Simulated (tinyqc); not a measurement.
Worked calculation: UHF in the sto-6g basis, for Li, spin multiplicity 2. This run ends on a higher stationary point, not on the lowest solution. One step of it, computed by the program tinyqc.

Problem. Iteration 2: building the Fock matrix. J_ij = sum D_kl (ij|kl) with D = D(alpha) + D(beta), K_ij = sum D_kl (ik|jl) for each spin; F = H + J - K(s); E = tr D H + tr D J / 2 - 0.5 sum_s tr D(s) K(s) + E_nn.

D(alpha) after iteration 1, order 1Li 1s, 1Li 2s, 1Li 2px, 1Li 2py, 1Li 2pz:
```
[[0.303525, -0.007915, 0.000000, 0.000000, 0.000000],
 [-0.007915, 0.000206, 0.000000, 0.000000, 0.000000],
 [0.000000, 0.000000, 0.000000, 0.000000, 0.000000],
 [0.000000, 0.000000, 0.000000, 1.000000, 0.000000],
 [0.000000, 0.000000, 0.000000, 0.000000, 0.700000]]
```

D(beta) after iteration 1, order 1Li 1s, 1Li 2s, 1Li 2px, 1Li 2py, 1Li 2pz:
```
[[0.303985, -0.009021, 0.000000, 0.000000, 0.000000],
 [-0.009021, 0.000268, 0.000000, 0.000000, 0.000000],
 [0.000000, 0.000000, 0.000000, 0.000000, 0.000000],
 [0.000000, 0.000000, 0.000000, 0.000000, 0.000000],
 [0.000000, 0.000000, 0.000000, 0.000000, 0.700000]]
```

core Hamiltonian H = T + V (hartree), order 1Li 1s, 1Li 2s, 1Li 2px, 1Li 2py, 1Li 2pz:
```
[[-4.450402, -0.939085, 0.000000, 0.000000, 0.000000],
 [-0.939085, -1.093522, 0.000000, 0.000000, 0.000000],
 [0.000000, 0.000000, -0.879985, 0.000000, 0.000000],
 [0.000000, 0.000000, 0.000000, -0.879985, 0.000000],
 [0.000000, 0.000000, 0.000000, 0.000000, -0.879985]]
```

Two-electron integrals (ij|kl) in chemists' order, unique and non-zero (hartree):
```
(11|11) 1.681247   (21|11) 0.242603   (21|21) 0.044507   (22|11) 0.397190
(22|21) 0.090279   (22|22) 0.290625   (31|31) 0.009437   (32|31) 0.014261
(32|32) 0.064236   (33|11) 0.397190   (33|21) 0.090279   (33|22) 0.290625
(33|33) 0.313125   (41|41) 0.009437   (42|41) 0.014261   (42|42) 0.064236
(43|43) 0.016875   (44|11) 0.397190   (44|21) 0.090279   (44|22) 0.290625
(44|33) 0.279374   (44|44) 0.313125   (51|51) 0.009437   (52|51) 0.014261
(52|52) 0.064236   (53|53) 0.016875   (54|54) 0.016875   (55|11) 0.397190
(55|21) 0.090279   (55|22) 0.290625   (55|33) 0.279374   (55|44) 0.279374
(55|55) 0.313125
```

nuclear repulsion = 0 hartree

Give: Coulomb J; exchange K(alpha); exchange K(beta); F(alpha); F(beta); total energy of this density.

Solution.

Coulomb J (hartree), order 1Li 1s, 1Li 2s, 1Li 2px, 1Li 2py, 1Li 2pz:
```
[[1.9666, 0.3626, 0.0000, 0.0000, 0.0000],
 [0.3626, 0.9359, 0.0000, 0.0000, 0.0000],
 [0.0000, 0.0000, 0.9089, 0.0000, 0.0000],
 [0.0000, 0.0000, 0.0000, 0.9426, 0.0000],
 [0.0000, 0.0000, 0.0000, 0.0000, 0.9561]]
```

exchange K(alpha) (hartree), order 1Li 1s, 1Li 2s, 1Li 2px, 1Li 2py, 1Li 2pz:
```
[[0.5225, 0.0944, 0.0000, 0.0000, 0.0000],
 [0.0944, 0.1213, 0.0000, 0.0000, 0.0000],
 [0.0000, 0.0000, 0.0313, 0.0000, 0.0000],
 [0.0000, 0.0000, 0.0000, 0.3276, 0.0000],
 [0.0000, 0.0000, 0.0000, 0.0000, 0.2387]]
```

exchange K(beta) (hartree), order 1Li 1s, 1Li 2s, 1Li 2px, 1Li 2py, 1Li 2pz:
```
[[0.5133, 0.0798, 0.0000, 0.0000, 0.0000],
 [0.0798, 0.0569, 0.0000, 0.0000, 0.0000],
 [0.0000, 0.0000, 0.0144, 0.0000, 0.0000],
 [0.0000, 0.0000, 0.0000, 0.0144, 0.0000],
 [0.0000, 0.0000, 0.0000, 0.0000, 0.2218]]
```

F(alpha) (hartree), order 1Li 1s, 1Li 2s, 1Li 2px, 1Li 2py, 1Li 2pz:
```
[[-3.0063, -0.6709, 0.0000, 0.0000, 0.0000],
 [-0.6709, -0.2790, 0.0000, 0.0000, 0.0000],
 [0.0000, 0.0000, -0.0024, 0.0000, 0.0000],
 [0.0000, 0.0000, 0.0000, -0.2649, 0.0000],
 [0.0000, 0.0000, 0.0000, 0.0000, -0.1626]]
```

F(beta) (hartree), order 1Li 1s, 1Li 2s, 1Li 2px, 1Li 2py, 1Li 2pz:
```
[[-2.9971, -0.6563, 0.0000, 0.0000, 0.0000],
 [-0.6563, -0.2146, 0.0000, 0.0000, 0.0000],
 [0.0000, 0.0000, 0.0144, 0.0000, 0.0000],
 [0.0000, 0.0000, 0.0000, 0.0482, 0.0000],
 [0.0000, 0.0000, 0.0000, 0.0000, -0.1457]]
```

total energy of this density = -3.533144 hartree

This density is a damped mixture and is not idempotent.
